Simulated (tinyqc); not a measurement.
MOS capacitor with interface traps: C-V stretch-out, conductance peak and subthreshold swing. Changing the insulator thickness t_ox. Computed by tinyqc, a small Python program. Command: `OMP_NUM_THREADS=1 python tinyqc.py 3022523 3022524 out.jsonl mostraps sweep`. One thread of a shared host (Intel(R) Xeon(R) Processor @ 2.30GHz), about 0.02 s of CPU time with the checks.

Energies at the interface are counted from the valence band. psi > 0 means bending towards depletion, so the surface potential is -psi. Boltzmann statistics, full ionisation, no quantum confinement. Traps are neutral when filled up to E_n, with a sharp (zero-temperature) occupation.

Inputs (values chosen for the exercise, modelled on germanium, with an insulator like Si3N4):

| quantity | value | unit |
|---|---|---|
| gap E_g | 0.662 | eV |
| electron mass m_e | 0.217 | m_0 |
| valleys M_c | 4 | - |
| hole mass m_h | 0.327 | m_0 |
| dielectric constant eps_s | 16.4 | - |
| doping N | 2e+15 | cm^-3 |
| insulator constant eps_ox | 7.32 | - |
| work-function difference phi_ms | 0.33 | V |
| fixed charge N_f | -2.6e+10 | cm^-2 |
| trap density D_0 | 8.1e+11 | cm^-2 eV^-1 |
| neutrality level E_n | 0.24 | eV |
| band bending towards depletion psi | 0.24 | V |
| temperature T | 300 | K |
| edge density D_1 | 4.5e+13 | cm^-2 eV^-1 |
| tail width w | 0.12 | eV |

Substrate: n-type. Trap spectrum: U-shaped.

Constants: m_0 = 9.1093837015e-31 kg; k_B = 1.380649e-23 J/K; h = 6.62607015e-34 J s; k_B = 8.617333262e-05 eV/K; eps_0 = 8.8541878128e-12 F/m; e = 1.602176634e-19 C.

Method:
- N_c = 2 M_c (2 pi m_e k_B T/h^2)^(3/2) and N_v = 2 (2 pi m_h k_B T/h^2)^(3/2), masses in units of m_0.
- n_i = sqrt(N_c N_v) exp(-E_g/2 k_B T); E_F = E_g - k_B T ln(N_c/N); phi_B = (k_B T/e) ln(N/n_i); L_D = sqrt(eps_s eps_0 k_B T/(e^2 N)); C_ox = eps_ox eps_0/t_ox.
- With u = psi/k_B T and r = (n_i/N)^2: F = sqrt(exp(-u) + u - 1 + r (exp(u) - u - 1)); Q_s = +sign(u) sqrt(2) eps_s eps_0 (k_B T/e) F/L_D; C_s = (eps_s eps_0/(sqrt(2) L_D)) |1 - exp(-u) + r (exp(u) - 1)|/F; at high frequency, below strong inversion, the terms in r are dropped.
- D(E) = D_0 + D_1 [exp(-E/w) + exp(-(E_g - E)/w)].
- E_F at the interface is E_s = E_F - psi; Q_it = -e int from E_n to E_s of D(E) dE; C_it = e D(E_s) (per volt); V_G = phi_ms - psi - (Q_s + Q_it + e N_f)/C_ox.
- C_LF = [1/C_ox + 1/(C_s + C_it)]^-1; C_HF = [1/C_ox + 1/C_s(HF)]^-1; high-low estimate D = [(1/C_LF - 1/C_ox)^-1 - (1/C_HF - 1/C_ox)^-1]/e; stretch-out |dV_G/d psi| = 1 + (C_s + C_it)/C_ox; swing factor at this bending (the subthreshold swing when psi lies between phi_B and 2 phi_B) S = ln(10) (k_B T/e)(1 + (C_s(HF) + C_it)/C_ox).

One run for each value:

| insulator thickness t_ox (nm) | swing factor S (mV/decade) | C_HF (microF/cm^2) | stretch-out | gate voltage V_G (V) |
|---|---|---|---|---|
| 1.5 | 82.4 | 0.032708 | 1.392 | 0.07445 |
| 2.7 | 100.8 | 0.032511 | 1.705 | 0.06201 |
| 5.0 | 135.9 | 0.032140 | 2.305 | 0.03816 |
| 9.1 | 198.6 | 0.031500 | 3.376 | -0.00435 |
| 17.0 | 319.3 | 0.030335 | 5.438 | -0.08625 |
| 30.0 | 517.9 | 0.028595 | 8.832 | -0.22103 |
| 55.0 | 899.9 | 0.025754 | 15.358 | -0.48022 |
| 100.0 | 1587.4 | 0.021848 | 27.106 | -0.94677 |

What does the table show, and why?

Over the rows, swing factor S (mV/decade) rises from 82.4 to 1590 (exponent d ln y / d ln x 0.34 between the first rows and 0.95 between the last); C_HF (microF/cm^2) falls from 0.0327 to 0.0218 (exponent d ln y / d ln x -0.010 between the first rows and -0.28 between the last); stretch-out rises from 1.39 to 27.1 (exponent d ln y / d ln x 0.35 between the first rows and 0.95 between the last). At the low end the exponent of C_HF is -0.01, close to 0: the depletion capacitance rules the series. A thinner insulator raises C_ox, so the same traps and the same depletion layer cost less gate voltage.
